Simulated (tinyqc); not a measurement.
Grain-boundary diffusion: Harrison regimes, Fisher and Le Claire analysis, Hart average: one step, computed by the program tinyqc.

A boundary is a slab of width delta with diffusivity D_b, normal to a surface held at constant concentration; it leaks into grains of diffusivity D.

Question. Regime. l = sqrt(D t); P = s delta D_b; alpha = s delta/(2 l); beta = P/(2 D l). Regime A if l > 3 d, C if alpha > 1, B if alpha < 0.1, l < d/4 and beta > 10, otherwise a transition.

Inputs (values chosen for the exercise, for a model polycrystal):

| quantity | value | unit |
|---|---|---|
| boundary width delta | 0.51 | nm |
| segregation factor s | 1 | - |
| grain size d | 0.81 | um |
| temperature T | 919 | K |
| time t | 38000 | s |

D = 3.774121e-22 m^2/s

triple product P = 8.233535e-25 m^3/s

Give: lattice diffusion length l; alpha; beta; regime.

Answer.

lattice diffusion length l = 0.0037870 um

alpha = 0.067335

beta = 2.8803e+05

Regime: B

Boundaries are isolated and lose material sideways, so only the product P can be measured.
